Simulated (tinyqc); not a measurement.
Defects against doping: deep level with several charge states.

Energies from Ev. The defect has charge states +1, 0, -1 with weights 1, gm exp((EF - E1)/kT), exp((2 EF - E1 - E2)/kT); the shares are the weights over their sum. Boltzmann carriers: n = Nc exp((EF - Eg)/kT), p = Nv exp(-EF/kT). Neutrality: p - n + Nd + Nt <q> = 0.

Constants: kB = 8.617333262e-05 eV/K.

Values chosen for the exercise (gap and densities of states near those of Ge at this temperature; the results hold for these values, not for the real material):

| symbol | value | unit | meaning |
|---|---|---|---|
| Eg | 0.649 | eV | gap |
| Nc | 1.06e+19 | 1/cm^3 | conduction-band density of states |
| Nv | 5.09e+18 | 1/cm^3 | valence-band density of states |
| T | 300 | K |  |
| E1 | 0.255 | eV | level (+1/0) above Ev |
| E2 | 0.456 | eV | level (0/-1) above Ev |
| gm | 1 |  | degeneracy of the middle state, the others 1 |
| Nd | -8.7e+14 | 1/cm^3 | ionised shallow donors minus acceptors |

Nt takes the listed multiples of |Nd|; the resistivity uses mobilities of 1000 (electrons) and 300 (holes) cm^2/(V s), chosen for the exercise, and e = 1.602176634e-19 C.

Neutral state:

| Nt/\|Nd\| | EF (eV) | n (1/cm^3) | p (1/cm^3) | rho (ohm cm) |
|---|---|---|---|---|
| 0.01 | 0.2244 | 7.81e+11 | 8.64e+14 | 24.0 |
| 0.10 | 0.2262 | 8.38e+11 | 8.05e+14 | 25.7 |
| 0.30 | 0.2305 | 9.88e+11 | 6.83e+14 | 30.3 |
| 0.60 | 0.2373 | 1.29e+12 | 5.24e+14 | 39.3 |
| 0.90 | 0.2443 | 1.69e+12 | 4.00e+14 | 51.2 |
| 1.10 | 0.2488 | 2.01e+12 | 3.37e+14 | 60.6 |
| 1.50 | 0.2570 | 2.75e+12 | 2.45e+14 | 81.7 |
| 3.00 | 0.2776 | 6.11e+12 | 1.10e+14 | 159 |
| 10.00 | 0.3110 | 2.23e+13 | 3.03e+13 | 199 |

EF goes from 0.224 to 0.311 eV and the resistivity from 24 to 199 ohm cm, with a largest value of 199. The largest move of EF, +0.033 eV, comes between Nt/|Nd| = 3 and 10; the levels lie at 0.255 and 0.456 eV. A defect can take up to one carrier of either sign, so the doping can be cancelled no earlier than Nt = |Nd|, there only if EF lies well beyond the level that takes the carriers and otherwise at larger Nt (mean charge +0.10 in the last row).

tinyqc: `OMP_NUM_THREADS=1 python tinyqc.py 1682168 1682169 out.jsonl`; about 0.01 s, one thread, shared Intel(R) Xeon(R) Processor @ 2.30GHz.
